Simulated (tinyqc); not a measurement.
Well width from the intersubband spacing.

Question. In an empty well of width L and depth Vb, level k solves kw L/2 = (k - 1) pi/2 + arctan(sqrt((mw/mb)(Vb - E)/E)) with kw = sqrt(mw E/C), C = hbar^2/(2 m0). Find L, E1 and E2 from the spacing.

Values chosen for this exercise; material values close to those of strained Si in SiGe (two lower valleys): mass along z in the well mw = 0.936 m0; mass along z in the barriers mb = 0.911 m0; barrier height Vb = 0.2 eV.

Constants: q = 1.602176634e-19 C, hbar = 1.054571817e-34 J s, m0 = 9.1093837015e-31 kg, hbar^2/(2 m0) = 0.0380998212 eV nm^2. Results are converted to the units shown.

E2 - E1 = 17.158356 meV

Answer. Both levels are solved for trial widths until their difference matches. A second level is bound only for L above 1.42 nm, and over that range one width gives this spacing.

L = 7.467 nm
E1 = 5.746 meV
E2 = 22.90 meV

Computed by the program tinyqc: `OMP_NUM_THREADS=1 python tinyqc.py 2140147 2140148 out.jsonl`, one thread of a shared Intel Xeon 2.30GHz, about 0.2 s for the whole run.
